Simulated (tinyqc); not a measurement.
Field-effect mobility of a thin-film transistor with band-tail and deep states (multiple trapping). Changing the tail density at the edge g_t. Computed by tinyqc, a small Python program. Command: `OMP_NUM_THREADS=1 python tinyqc.py 3029778 3029779 out.jsonl tft sweep`. One thread of a shared host (Intel(R) Xeon(R) Processor @ 2.30GHz), about 0.1 s of CPU time with the checks.

A thick film in accumulation at small drain voltage. Only free electrons move; trapped ones still screen the gate. N_c and mu_0 are held fixed when T changes, leaving out the T^(3/2) growth of N_c. x = E_0 - psi is the distance of the Fermi level below the band edge.

Inputs (values chosen for the exercise, modelled on an amorphous In-Ga-Zn oxide):
```
quantity                                           value        unit
permittivity eps                                    11.5           -
effective density of states N_c                  5.3e+18      1/cm^3
band mobility mu_0                                    14  cm^2/(V s)
tail width E_t                                        38         meV
flat-band Fermi level below the edge, E_0           0.58          eV
equivalent oxide thickness t                         110          nm
surface band bending psi_s as a fraction of E_0     0.66           -
temperature T                                        300           K
```

Deep states: none.

Constants: k_B = 8.617333262e-05 eV/K; e = 1.602176634e-19 C; eps_0 = 8.8541878128e-12 F/m.

Method:
- F_j(eta) = int_0^infinity x^j/(1 + exp(x - eta)) dx, without a gamma-function factor.
- Integrals over x = E/(k_B T) use 160 Gauss-Legendre points in u = sqrt(x) from 0 to sqrt(max(eta, 0) + 32).
- Free n(x) = N_c (2/sqrt(pi)) F_1/2(-x/k_B T), with F_1/2 from its two-term series in exp(-x/k_B T) for x >= 12 k_B T; tail n_t(x) = int_0^1.2eV g_t exp(-E/E_t)/(1 + exp((x - E)/k_B T)) dE, E counted down from the edge, 120 Gauss-Legendre points; space charge rho(psi) = n + n_t less its value at psi = 0.
- Poisson: F(psi) = sqrt((2 e/(eps eps_0)) int_0^psi rho dpsi'); V_G - V_FB = psi_s + eps F(psi_s) t/3.9; free sheet density N_f = int (n - n(E_0))/F dpsi; induced sheet density N_i = eps eps_0 F(psi_s)/e; trapezoid rule on 301 even points in psi, the first interval left out of N_f.
- mu_eff = mu_0 N_f/N_i; field-effect mobility mu_FE = mu_0 e (dN_f/dV_G)/C_ox and swing S = dV_G/dlog10(N_f), by a central difference of +/- 2 mV in psi_s; C_ox = 3.9 eps_0/t.

One run for each value; columns: (1) tail density at the edge g_t (1/(eV cm^3)); (2) effective mobility mu_eff (cm^2/(V s)); (3) V_G - V_FB (V); (4) swing S (mV/decade); (5) induced sheet density N_i (1/cm^2):
```
(1)              (2)     (3)     (4)         (5)
1.30e+18  8.9867e+00  0.5572   427.8  3.4169e+10
3.50e+18  5.7623e+00  0.5938   433.9  4.1341e+10
9.40e+18  2.9641e+00  0.6698   487.6  5.6226e+10
2.50e+19  1.3018e+00  0.8098   623.7  8.3674e+10
6.70e+19  5.1901e-01  1.0549   888.9  1.3168e+11
1.80e+20  1.9828e-01  1.4673  1352.9  2.1250e+11
4.80e+20  7.5092e-02  2.1434  2124.2  3.4496e+11
1.30e+21  2.7830e-02  3.2737  3420.2  5.6643e+11
```

Over the rows, effective mobility mu_eff (cm^2/(V s)) falls from 8.99 to 0.0278 (exponent d ln y / d ln x -0.45 between the first rows and -1.00 between the last); V_G - V_FB (V) rises from 0.557 to 3.27 (exponent d ln y / d ln x 0.064 between the first rows and 0.43 between the last); swing S (mV/decade) rises from 428 to 3420 (exponent d ln y / d ln x 0.014 between the first rows and 0.48 between the last). At the high end the exponent of effective mobility mu_eff is -1.00, close to -1: the tail holds nearly all the charge. At the high end the exponent of induced sheet density N_i is 0.50, close to 0.50: the field grows as the square root of the space charge.

Caution (rows 1.30e18, 3.50e18, 9.40e18, 2.50e19): the band bending extends over more than 0.2 micrometre, deeper than most thin films, so the thick-film assumption is doubtful.
